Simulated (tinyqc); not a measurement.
X-ray reflectivity of a thin film on silicon: critical angles, Parratt recursion, fringes and roughness: one step, computed by the program tinyqc. Command: `OMP_NUM_THREADS=1 python tinyqc.py 3120159 3120160 out.jsonl xrr walk`. One thread of a shared host (Intel(R) Xeon(R) Processor @ 2.30GHz), about 0.01 s of CPU time with the checks.

n = 1 - delta + i beta; the classical electron radius is r_e = 2.8179403e-6 nm. Layer 0 is vacuum, 1 the film, 2 the substrate.

Problem. Reflectivity at one angle. k_j = (2 pi/lambda) sqrt(sin^2 theta - 2 delta_j + 2 i beta_j); r_ij = (k_i - k_j)/(k_i + k_j) x exp(-2 k_i k_j sigma^2) (Nevot-Croce); r = (r_01 + r_12 p)/(1 + r_01 r_12 p), p = exp(2 i k_1 d); R = |r|^2.

Inputs (values chosen for the exercise, modelled on ruthenium on silicon, copper K-alpha radiation):
```
quantity                              value     unit
wavelength lambda                   0.15406       nm
film thickness d                       11.9       nm
roughness of the surface sigma_1       0.66       nm
roughness of the interface sigma_2     0.41       nm
grazing angle theta                    2.36  degrees
```

Constants:
```
layer      rho_e (1/nm^3)         delta          beta  critical angle (degrees)  q_c (1/nm)
film             3162.467  3.366338e-05  3.063368e-06                 0.4701284   0.6692892
substrate         711.402  7.572626e-06  1.741704e-07                 0.2229774   0.3174375
```

Give: k_0, k_1, k_2; 1000 r_01; 1000 r_12; p; reflectivity R; q = 4 pi sin(theta)/lambda.

Solution.

k_0, k_1, k_2 (1/nm): 1.679  1.646+0.003i  1.672

1000 r_01 = 0.9111-0.0888i

1000 r_12 = -3.125+0.358i

p = 0.0941+0.9242i

reflectivity R = 8.746e-06

q = 4 pi sin(theta)/lambda = 3.359 1/nm
